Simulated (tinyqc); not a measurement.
Convergence with the mesh: Wannier function of the lower band of a two-orbital chain.

H(k) = [[-d/2 - 2 ta cos k, -t1 - t2 exp(-ik)], [-t1 - t2 exp(ik), d/2 - 2 tb cos k]], k in 1/a, Bloch sums with exp(ikR) and without the positions inside the cell. Mesh k_j = 2 pi j/N. Projection gauge: each lower eigenvector u is multiplied by the phase that makes <trial|u> real and positive (the one-band case of Loewdin orthogonalisation). Wannier amplitudes w(R) = (1/N) sum_k exp(ikR) u(k); hoppings H(R) = (1/N) sum_k exp(-ikR) E(k).

Inputs chosen for the exercise: d = -0.19 eV (A at -d/2, B at +d/2); t1 = 1.76 eV (A-B in the cell); t2 = 1.47 eV (B to A of the next cell); ta = -0.24 eV (A-A between cells); tb = 0.01 eV (B-B between cells); xb = 0.37 a (position of B (A at 0)); th = 20 degrees (trial orbital cos(th) A + sin(th) B in cell 0).

Centre and Omega_I from overlaps M_j = u_j^+ diag(1, exp(-i b xb)) u_(j+1), b = 2 pi/N: centre -(1/2 pi) sum arg M, Omega_I = (1/(N b^2)) sum (1 - |M|^2). Largest error of the Fourier interpolation on 41 points from 0 to pi.

Mesh:

| N | centre (a) | Omega_I (a^2) | H(1) (eV) | largest error (meV) |
|---|---|---|---|---|
| 3 | 0.17441 | 0.07085 | -0.42290 | 767.967 |
| 4 | 0.12961 | 0.07832 | -0.61489 | 262.298 |
| 6 | 0.12293 | 0.11368 | -0.56742 | 138.288 |
| 8 | 0.11952 | 0.14326 | -0.55597 | 81.148 |
| 16 | 0.11491 | 0.21878 | -0.54936 | 14.031 |
| 24 | 0.11376 | 0.25281 | -0.54900 | 3.956 |

Give the missing row, N = 12.

Computed row:
```
N   centre (a)  Omega_I (a^2)  H(1) (eV)  largest error (meV)
12     0.11631        0.18827   -0.55044               31.270
```

The interpolation error falls exponentially, from 262.3 meV at N = 4 to 31.270 at N = 12, because the hoppings decay exponentially for an isolated band (smallest gap 0.66 eV). Omega_I carries a finite-difference error and converges as a power: against the value 0.29103 on 400 points it is off by -0.10276 at N = 12 and -0.03822 at N = 24, an exponent of 1.43; the limit 2 is not yet reached on these meshes.

Computed by tinyqc, a small Python program: `OMP_NUM_THREADS=1 python tinyqc.py 1451867 1451868 out.jsonl` (the numbers bound the seed that draws the inputs); one thread of a shared host (Intel(R) Xeon(R) Processor @ 2.30GHz), about 0.1 s for the whole set of steps.
